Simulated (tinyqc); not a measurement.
# Energy and delay of logic against supply voltage: optimum supplies against the temperature

One expression serves below and above threshold: I(Vg) = Ik [ln(1 + exp((Vg - VT + dd V)/(al nf Vt)))]^al, with I_on = I(V) and I_off = I(0). Gate delay td = kd C V/I_on, clock period LD td. Per gate and cycle the switching energy is act C V^2 and the leakage energy I_off V LD td. No short-circuit current, no variation. Minima are sought above 0.09 V; below a few Vt gates no longer switch and the model has no meaning.

V_min minimises the energy and V_EDP the product of energy and td. VT, Ik and nf are held fixed.

Parameters, values chosen for the exercise; values of the order met in logic technologies:
```
symbol  value  unit                               meaning
VT       0.43     V  threshold voltage at zero drain bias
nf       1.35                                slope factor
dd       0.04         barrier lowering per volt of supply
Ik       0.75    uA            specific current of a gate
al       1.85                 exponent of the current law
C         3.7    fF            load capacitance of a gate
kd        0.9                                delay factor
LD         40                                 logic depth
act      0.02                             activity factor
```

Constants: q = 1.602176634e-19 C, kB = 1.380649e-23 J/K, Vt = kB T/q. Results are converted to the units shown.

Result of one run:

| V_min (V) | energy at V_min (aJ) | leakage share (%) | clock at V_min (MHz) | V_EDP (V) | clock at V_EDP (GHz) |
|---|---|---|---|---|---|
| 0.2845 | 7.898 | 24.14 | 0.2932 | 1.079 | 0.4771 |

Which temperature T gave this result: 280, 310, 340 or 370 K?

T = 280 K.

The whole series:

| T (K) | V_min (V) | energy at V_min (aJ) | leakage share (%) | clock at V_min (MHz) | V_EDP (V) | clock at V_EDP (GHz) |
|---|---|---|---|---|---|---|
| 220 | 0.2229 | 4.784 | 23.14 | 0.01080 | 1.079 | 0.7452 |
| 250 | 0.2536 | 6.217 | 23.48 | 0.07001 | 1.079 | 0.5883 |
| 280 | 0.2845 | 7.898 | 24.14 | 0.2932 | 1.079 | 0.4771 |
| 310 | 0.3161 | 9.893 | 25.26 | 0.8922 | 1.079 | 0.3955 |
| 340 | 0.3485 | 12.29 | 26.90 | 2.129 | 1.080 | 0.3341 |
| 370 | 0.3819 | 15.22 | 29.07 | 4.214 | 1.083 | 0.2872 |

As T goes from 220 to 370, V_min rises from 0.223 to 0.382 V, the energy there rises from 4.78 to 15.2 aJ, the clock there rises from 0.0108 to 4.21 MHz and V_EDP stays near 1.08 V.

Numbers from tinyqc (`OMP_NUM_THREADS=1 python tinyqc.py 2082014 2082015 out.jsonl`; about 0.01 s on one thread of a shared Intel Xeon 2.30GHz).
